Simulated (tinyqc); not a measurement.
Inside a calculation. Method: empirical pseudopotential in a few plane waves. Computed by tinyqc, a small Python program that keeps every step. Settings: plane-wave index or count = 15. Command: `OMP_NUM_THREADS=1 python tinyqc.py 27994 27995 out.jsonl` (the two numbers bound the seeds that draw the settings). One thread of a shared host (Intel(R) Xeon(R) Processor @ 2.60GHz), about 0.2 s of CPU time with the checks.

## Bloch Hamiltonian at k

Parameters chosen for this model: fcc lattice, atoms at +/- a/8 (1,1,1); form factors in rydberg at |G|^2 in units of (2 pi/a)^2:
```
parameter                 value      unit
a                      5.470000  angstrom
VS(3)                 -0.248000        Ry
VS(8)                 -0.005000        Ry
VS(11)                 0.034000        Ry
VA(3)                  0.058000        Ry
VA(4)                  0.090000        Ry
VA(11)                 0.036000        Ry
hbar^2/2m (2 pi/a)^2   5.026990        eV
```

k point k (2 pi / a): -0.050000  0.170000  -0.590000

Basis: the 15 shortest G (labels in 2 pi/a), the same at every k. H(G,G') = c |k + G|^2 delta + VS(|G-G'|^2) cos((G-G').tau) + i VA sin((G-G').tau), tau = a/8 (1,1,1); 1 Ry = 13.605693 eV.

H(k) at k (eV):
```
                     +0+0+0               -1-1-1               -1-1+1               -1+1-1
+0+0+0             1.907743   2.385928+0.557999i  -2.385928+0.557999i  -2.385928+0.557999i
-1-1-1   2.385928-0.557999i            21.714083   0.000000-1.224512i   0.000000-1.224512i
-1-1+1  -2.385928-0.557999i   0.000000+1.224512i             9.850387            -0.068028
-1+1-1  -2.385928-0.557999i   0.000000+1.224512i            -0.068028            25.132436
-1+1+1  -2.385928+0.557999i             0.068028   0.000000+1.224512i   0.000000+1.224512i
+1-1-1  -2.385928-0.557999i   0.000000+1.224512i            -0.068028            -0.068028
+1-1+1  -2.385928+0.557999i             0.068028   0.000000+1.224512i             0.000000
+1+1-1  -2.385928+0.557999i             0.068028             0.000000   0.000000+1.224512i
+1+1+1   2.385928+0.557999i             0.000000             0.068028             0.068028
-2+0+0   0.000000-1.224512i  -2.385928+0.557999i  -2.385928-0.557999i  -2.385928-0.557999i
+0-2+0   0.000000-1.224512i  -2.385928+0.557999i  -2.385928-0.557999i   0.327103-0.346344i
+0+0-2   0.000000-1.224512i  -2.385928+0.557999i   0.327103-0.346344i  -2.385928-0.557999i
+0+0+2   0.000000+1.224512i  -0.327103-0.346344i   2.385928+0.557999i  -0.327103+0.346344i
+0+2+0   0.000000+1.224512i  -0.327103-0.346344i  -0.327103+0.346344i   2.385928+0.557999i
+2+0+0   0.000000+1.224512i  -0.327103-0.346344i  -0.327103+0.346344i  -0.327103+0.346344i

                     -1+1+1               +1-1-1               +1-1+1               +1+1-1
+0+0+0  -2.385928-0.557999i  -2.385928+0.557999i  -2.385928-0.557999i  -2.385928-0.557999i
-1-1-1             0.068028   0.000000-1.224512i             0.068028             0.068028
-1-1+1   0.000000-1.224512i            -0.068028   0.000000-1.224512i             0.000000
-1+1-1   0.000000-1.224512i            -0.068028             0.000000   0.000000-1.224512i
-1+1+1            13.268740             0.000000            -0.068028            -0.068028
+1-1-1             0.000000            20.708685   0.000000-1.224512i   0.000000-1.224512i
+1-1+1            -0.068028   0.000000+1.224512i             8.844989            -0.068028
+1+1-1            -0.068028   0.000000+1.224512i            -0.068028            24.127038
+1+1+1   0.000000+1.224512i             0.068028   0.000000+1.224512i   0.000000+1.224512i
-2+0+0   2.385928-0.557999i   0.327103-0.346344i  -0.327103-0.346344i  -0.327103-0.346344i
+0-2+0  -0.327103-0.346344i  -2.385928-0.557999i   2.385928-0.557999i  -0.327103-0.346344i
+0+0-2  -0.327103-0.346344i  -2.385928-0.557999i  -0.327103-0.346344i   2.385928-0.557999i
+0+0+2  -2.385928+0.557999i  -0.327103+0.346344i  -2.385928+0.557999i   0.327103+0.346344i
+0+2+0  -2.385928+0.557999i  -0.327103+0.346344i   0.327103+0.346344i  -2.385928+0.557999i
+2+0+0   0.327103+0.346344i   2.385928+0.557999i  -2.385928+0.557999i  -2.385928+0.557999i

                     +1+1+1               -2+0+0               +0-2+0               +0+0-2
+0+0+0   2.385928-0.557999i   0.000000+1.224512i   0.000000+1.224512i   0.000000+1.224512i
-1-1-1             0.000000  -2.385928-0.557999i  -2.385928-0.557999i  -2.385928-0.557999i
-1-1+1             0.068028  -2.385928+0.557999i  -2.385928+0.557999i   0.327103+0.346344i
-1+1-1             0.068028  -2.385928+0.557999i   0.327103+0.346344i  -2.385928+0.557999i
-1+1+1   0.000000-1.224512i   2.385928+0.557999i  -0.327103+0.346344i  -0.327103+0.346344i
+1-1-1             0.068028   0.327103+0.346344i  -2.385928+0.557999i  -2.385928+0.557999i
+1-1+1   0.000000-1.224512i  -0.327103+0.346344i   2.385928+0.557999i  -0.327103+0.346344i
+1+1-1   0.000000-1.224512i  -0.327103+0.346344i  -0.327103+0.346344i   2.385928+0.557999i
+1+1+1            12.263342  -0.327103-0.346344i  -0.327103-0.346344i  -0.327103-0.346344i
-2+0+0  -0.327103+0.346344i            23.021100            -0.068028            -0.068028
+0-2+0  -0.327103+0.346344i            -0.068028            18.597349            -0.068028
+0+0-2  -0.327103+0.346344i            -0.068028            -0.068028            33.879398
+0+0+2  -2.385928-0.557999i             0.068028             0.068028             0.000000
+0+2+0  -2.385928-0.557999i             0.068028             0.000000             0.068028
+2+0+0  -2.385928-0.557999i             0.000000             0.068028             0.068028

                     +0+0+2               +0+2+0               +2+0+0
+0+0+0   0.000000-1.224512i   0.000000-1.224512i   0.000000-1.224512i
-1-1-1  -0.327103+0.346344i  -0.327103+0.346344i  -0.327103+0.346344i
-1-1+1   2.385928-0.557999i  -0.327103-0.346344i  -0.327103-0.346344i
-1+1-1  -0.327103-0.346344i   2.385928-0.557999i  -0.327103-0.346344i
-1+1+1  -2.385928-0.557999i  -2.385928-0.557999i   0.327103-0.346344i
+1-1-1  -0.327103-0.346344i  -0.327103-0.346344i   2.385928-0.557999i
+1-1+1  -2.385928-0.557999i   0.327103-0.346344i  -2.385928-0.557999i
+1+1-1   0.327103-0.346344i  -2.385928-0.557999i  -2.385928-0.557999i
+1+1+1  -2.385928+0.557999i  -2.385928+0.557999i  -2.385928+0.557999i
-2+0+0             0.068028             0.068028             0.000000
+0-2+0             0.068028             0.000000             0.068028
+0+0-2             0.000000             0.068028             0.068028
+0+0+2            10.152006            -0.068028            -0.068028
+0+2+0            -0.068028            25.434055            -0.068028
+2+0+0            -0.068028            -0.068028            21.010304
```

## Levels at k

Diagonalise the Hermitian matrix.

eigenvalues (eV): -3.053879  5.729009  9.073902  9.590702  12.978840  14.850544  17.133422  19.034744  20.242163  22.526340  24.228015  25.392662  27.447100  28.855187  35.882899

## Bands along a path

The same steps at evenly spaced points between the labelled ones.

Bands along the path (eV), lowest eight:
```
k            band 1    band 2     band 3     band 4     band 5     band 6     band 7     band 8
L         -2.414727  4.139371  10.537858  10.537858  11.891608  16.054286  16.054286  18.877921
L-G 0.33  -3.215486  5.421847  10.575909  10.575909  11.952382  16.136654  16.136654  18.290842
L-G 0.67  -3.949767  7.786670  10.963227  10.963227  12.228493  15.939878  16.041178  16.041178
G         -4.225703  9.910478  11.254893  11.254893  11.254893  15.545618  15.545618  15.545618
G-X 0.33  -3.857201  7.683534  10.354731  10.354731  13.381586  14.318528  17.156930  17.156930
G-X 0.67  -2.868877  5.468560   9.308058   9.308058  12.002699  14.073982  19.106186  20.258046
X         -1.789991  4.177709   9.066913   9.066913  11.310684  13.538760  23.274393  23.938272
```

With 4 band(s) filled, the highest filled level on these points lies at G and the lowest empty one at G: the bands touch or overlap, so there is no gap. This holds for the small fixed basis; with all plane waves up to |k + G|^2 = 21 (2 pi/a)^2 the gap along the path is 0.00 eV.

## Convergence with the number of plane waves

Levels at G counted from the fourth one.

Levels (eV):
```
plane waves     level 1  level 5   level 8
9            -16.975270        0  2.449025
15           -15.480596        0  4.290724
27           -14.859413        0  4.598220
51           -14.591788        0  4.943759
59           -14.527999        0  4.901797
65           -14.506841        0  4.906456
89           -14.493864        0  4.918624
```
